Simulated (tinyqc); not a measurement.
## Read current of a NAND string, cells in series solved by shooting: effect of the read voltage on the selected word line

Cells in series, numbered from 0 at the source line (0 V) to the bit line, each followed by a gap resistance Rg. A cell with gate Vg, threshold VT, source Vs and drain Vd passes I = 2 nf K Vt^2 [F(Vs) - F(Vd)]/(1 + th max(Vg - VT, 0)), F(V) = ln^2(1 + exp((Vg - VT - nf V)/(2 nf Vt))). The selected cell has Vg = Vr, the others Vg = Vp.

For a trial current I start at 0 V and, cell by cell, solve for the drain: sqrt(F(Vd)) = sqrt(F(Vs) - I/k), k = 2 nf K Vt^2/(1 + th max(Vg - VT, 0)), Vd = [Vg - VT - 2 nf Vt ln(exp(sqrt F) - 1)]/nf, then add I Rg. The string current is the I for which the last node reaches Vbl. The apparent threshold is the Vr at which I = Is. Background: all other cells erased (VT = Ve) or all in the highest state (VT = Vh); ratio and shift are high over erased and high minus erased. The string has 128 cells and the selected one is cell 64.

Parameters, values chosen for the exercise; values of the order met in vertical NAND strings:
- T = 358 K (temperature)
- K = 20 uA/V^2 (gain factor of a cell)
- nf = 2 (slope factor)
- th = 0.06 1/V (mobility reduction factor)
- Rg = 28 kohm (resistance of the gap between cells)
- Vbl = 0.5 V (bit-line voltage)
- Vp = 7.4 V (pass voltage)
- Ve = -0.9 V (threshold of an erased cell)
- Vh = 4.2 V (threshold of the highest state)
- Vx = 2.8 V (threshold of the selected cell)
- Is = 10 nA (sensing current)

Constants: q = 1.602176634e-19 C, kB = 1.380649e-23 J/K, Vt = kB T/q. Results are converted to the units shown.

The same in every row: apparent VT, erased (V) = 2.745; apparent VT, high (V) = 2.758; background shift (mV) = 12.48.

Effect of the read voltage on the selected word line:
```
Vr (V)  I, others erased (uA)  I, others high (uA)   ratio
2.5                  5.205e-4             5.156e-4  0.9905
2.9                   0.02658              0.02294  0.8631
3.3                   0.08514              0.06781  0.7964
3.7                    0.1012              0.07654  0.7559
4.1                    0.1026              0.07728  0.7530
4.5                    0.1031              0.07753  0.7521
4.9                    0.1033              0.07766  0.7517
5.3                    0.1035              0.07774  0.7514
```

What does the comparison show?

As Vr goes from 2.5 to 5.3 V, the current with erased neighbours rises from 5.21e-4 to 0.103 uA, that with high neighbours rises from 5.16e-4 to 0.0777 uA and the ratio falls from 0.991 to 0.751. The apparent thresholds do not depend on Vr.

Computed by the program tinyqc: `OMP_NUM_THREADS=1 python tinyqc.py 2142262 2142263 out.jsonl`, one thread of a shared Intel Xeon 2.30GHz, about 1 s for the whole run.
